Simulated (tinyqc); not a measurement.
Thermal, flicker and telegraph noise of a field-effect transistor: one step, computed by the program tinyqc.

Strong inversion, threshold roll-off and channel-length modulation left out; noise sources are uncorrelated and are given as one-sided spectral densities. The drain voltage is 50 mV.

Problem. How many traps? Active traps per decade of time constant: N_dec = N_t k_B T W L lambda ln(10); a single trap at the interface shifts the threshold by e/(W L C_ox) and the current by g_m times that; tunnelling depth for frequency f, z = lambda ln(1/(2 pi f tau_0)), tau_0 = 1e-10 s.

Inputs (values chosen for the exercise, modelled on a silicon n-channel):
```
quantity                  value         unit
width W                    0.45   micrometre
length L                     60           nm
oxide trap density N_t  4.2e+16  1/(eV cm^3)
frequency f                3000           Hz
temperature T               300            K
```

Operating region: linear. Flicker model: number with correlated mobility.

tunnelling length lambda = 1.543126 angstrom

C_ox = 1.381253 microfarad/cm^2

g_m = 103.5940 microsiemens

drain current I = 52.83294 microampere

Constants: k_B = 8.617333262e-05 eV/K; e = 1.602176634e-19 C.

Give: traps per decade; threshold step of one trap; current step of one trap; depth probed at f.

Solution.

traps per decade = 0.010417

threshold step of one trap = 0.42961 mV

current step of one trap = 0.084237 %

depth probed at f = 2.0341 nm

With fewer than one trap per decade the spectrum is not a smooth 1/f but a few Lorentzians, seen in time as telegraph steps, and S_Vfb is only the mean over many devices. Caution: fewer than one trap per decade of time constant is active, so one device shows telegraph steps and the 1/f law is only a mean over many devices.
